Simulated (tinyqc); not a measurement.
What moves the results: propagation of a band-gap error through k.p and effective-mass formulas. A value that a table varies takes the place of the one given here.

Chain, for a gap E (the reference Eg or another value), with Ep and Dso kept: 1/me = 1 + Ep (E + 2 Dso/3)/(E (E + Dso)); g* = 2 - 2 Ep Dso/(3 E (E + Dso)); g1(E) = g1 + (Ep/3)(1/E - 1/Eg), g2(E) = g2 + (Ep/6)(1/E - 1/Eg), light hole 1/(g1 + 2 g2), heavy hole 1/(g1 - 2 g2) along [100]; optical constant ei(E) = 1 + (ei - 1)(EP/(EP + E - Eg))^2, static e0(E) = ei(E) + e0 - ei.

Donor: R = Ry me/e0^2, a_B = a0 e0/me, Mott density (0.26/a_B)^3. Nc, Nv = 2 (m kT/(4 pi c))^(3/2), c = hbar^2/2m0, ni = sqrt(Nc Nv) exp(-E/2kT). Exciton: Ry mu/e0^2 with 1/mu = 1/me + g1(E). 1 angstrom^-3 = 1e24 cm^-3.

Constants: Ry = 13.60569312 eV; a0 (Bohr radius) = 0.5291772105 angstrom; kB = 8.617333262e-05 eV/K; hbar^2/2m0 = 3.80998211 eV angstrom^2.

Values chosen for the exercise (reference values near those of InSb, gap at low temperature; not measured data):
```
symbol  value  unit  meaning
Eg      0.235  eV    gap at Gamma to the s-like level
Dso     0.8    eV    spin-orbit splitting
Ep      22.9   eV    Kane energy
g1      34.87        Luttinger gamma1
g2      15.45        gamma2
e0      16.54        static dielectric constant
ei      15.97        optical dielectric constant
EP      3.6    eV    mean (Penn) gap
mh      0.41   m0    density-of-states mass of the holes
T       77     K     temperature
Eg2     0.512  eV    a wrong gap, of the size a hybrid with far too much exact exchange can give
```

## The size of the error

E = f Eg; ratios against f = 1.

Results:
```
f     E (eV)  me ratio  light-hole ratio  e0 ratio  donor ratio  Mott ratio        g*  log10 ni ratio
0.25   0.059     0.272             0.252     1.096        0.227      0.0153  -240.080            5.34
0.40   0.094     0.427             0.403     1.075        0.369      0.0624  -143.335            4.34
0.60   0.141     0.625             0.603     1.049        0.568       0.211   -90.050            2.92
0.80   0.188     0.816             0.802     1.024        0.778       0.505   -63.754            1.47
1.00   0.235     1.000             1.000     1.000        1.000        1.00   -48.214            0.00
1.20   0.282     1.179             1.197     0.977        1.236        1.76   -38.027           -1.48
1.50   0.352     1.440             1.491     0.944        1.617        3.55   -28.063           -3.73
2.00   0.470     1.857             1.976     0.892        2.331        9.01   -18.461           -7.49
```

What does this show?

Between f = 0.8 and 1.2 the mean powers d ln(ratio)/d ln f are 0.91 for me, 0.99 for the light hole, -0.12 for e0, 1.14 for the donor energy and 3.08 for the Mott density; ni moves by -3.14 decades per 0.1 eV, against -0.1 eV/(2 kT ln 10) = -3.27 from the exponential alone, the rest coming from Nc through me^(3/4). g* keeps its sign, from -240.08 to -18.46.

## What each input does

All at E = Eg2. Each row changes one parameter from the base and keeps the others.

Results:
```
case            me (m0)  light hole (m0)     e0  donor (meV)  exciton (meV)  log10 ni
base             0.0273           0.0327  14.48        1.772          1.204     0.295
Eg2 = 0.471 eV   0.0254           0.0301  14.75        1.585          1.077     1.613
Dso = 0.864 eV   0.0275           0.0327  14.48        1.785          1.210     0.297
Ep = 21.068 eV   0.0296           0.0299  14.48        1.921          1.237     0.321
g1 = 37.66       0.0273           0.0299  14.48        1.772          1.144     0.295
EP = 3.312 eV    0.0273           0.0327  14.32        1.811          1.231     0.295
ei = 17.248      0.0273           0.0327  14.30        1.816          1.233     0.295
mh = 0.377 m0    0.0273           0.0327  14.48        1.772          1.204     0.267
T = 70.84 K      0.0273           0.0327  14.48        1.772          1.204    -1.217
```

What can be read from the table?

The largest shifts from the base row, up to three for each result and ties (the steps differ in size, so this ranks the rows, not the parameters). me (m0): Ep +0.0023, Eg2 -0.0019, Dso +0.0002; unchanged at the printed digits by g1, EP, ei, mh and T. light hole (m0): Ep -0.0027, g1 -0.0027, Eg2 -0.0026; unchanged at the printed digits by Dso, EP, ei, mh and T. e0: Eg2 +0.28, ei -0.18, EP -0.16; unchanged at the printed digits by Dso, Ep, g1, mh and T. donor (meV): Eg2 -0.186, Ep +0.150, ei +0.044; unchanged at the printed digits by g1, mh and T. exciton (meV): Eg2 -0.126, g1 -0.059, Ep +0.033; unchanged at the printed digits by mh and T. log10 ni: T -1.511, Eg2 +1.318, mh -0.027; unchanged at the printed digits by g1, EP and ei.

tinyqc: `OMP_NUM_THREADS=1 python tinyqc.py 1880019 1880020 out.jsonl`; about 0.01 s, one thread, shared Intel(R) Xeon(R) Processor @ 2.30GHz.
